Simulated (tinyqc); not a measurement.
Long-channel MOSFET, surface-potential model: one step of the calculation.

n-channel transistor on a uniformly doped p-type body, gradual-channel approximation, constant mobility, Boltzmann statistics, full ionisation. Potentials are counted from the neutral body; V is the electron quasi-Fermi potential, Vsb at the source and Vsb + Vds at the drain. Charges are magnitudes per area.

Problem. Surface potential at the source by Newton steps. With V = Vsb: G = psi - Vt + Vt e, e = exp((psi - 2 phiF - Vsb)/Vt); f = Vgs + Vsb - Vfb - psi - gamma sqrt(G); f' = -1 - gamma (1 + e)/(2 sqrt(G)); psi(new) = psi - f/f'.

Values chosen for this exercise; material values close to those of silicon: temperature T = 400 K; flat-band voltage Vfb = -0.93 V; source-body reverse bias Vsb = 0.5 V; gate-source voltage Vgs = 0.46 V.

Constants: q = 1.602176634e-19 C, kB = 1.380649e-23 J/K, Vt = kB T/q. Results are converted to the units shown.

psi at the start (the smaller of 2 phiF + Vsb + 4 Vt and the root without inversion charge) = 1.3313900 V
phiF = 0.34675586 V
gamma = 0.23994296 V^0.5

Give: G; f; f'; psi after iteration 1.

Solution.

G = 3.179 V
f = 0.1308 V
f' = -4.741
psi after iteration 1 = 1.359 V

Computed by the program tinyqc: `OMP_NUM_THREADS=1 python tinyqc.py 2360167 2360168 out.jsonl`, one thread of a shared Intel Xeon 2.30GHz, about 0.08 s for the whole run.
